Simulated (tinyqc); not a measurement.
# Doping from the body effect

Inverse problem. The threshold of a long MOSFET, counted against the source, shifts by gamma (sqrt(2 phiF + Vsb) - sqrt(2 phiF)) with gamma = sqrt(2 eps0 eps_r q N)/Cox. Find 2 phiF, gamma and N from two shifts.

Inputs (values chosen for the exercise):
- eps_r = 11.5 (relative permittivity)

Constants: q = 1.602176634e-19 C, eps0 = 8.8541878128e-14 F/cm where lengths are in cm. Results are converted to the units shown.

|VT - VT(0)| at source-body biases 0.6 and 2.9 V (V): [0.020906634, 0.073506942]
Cox = 0.35599312 uF/cm^2

Solution. The ratio of the shifts depends on 2 phiF alone and rises steadily with it, so it fixes 2 phiF; either shift then gives gamma, and gamma gives N.

2 phiF = 0.7296 V
gamma = 0.06994 V^0.5
N = 1.900e15 cm^-3

Program tinyqc, `OMP_NUM_THREADS=1 python tinyqc.py 2060078 2060079 out.jsonl`; Intel Xeon 2.30GHz, shared host, one thread, about 0.01 s.
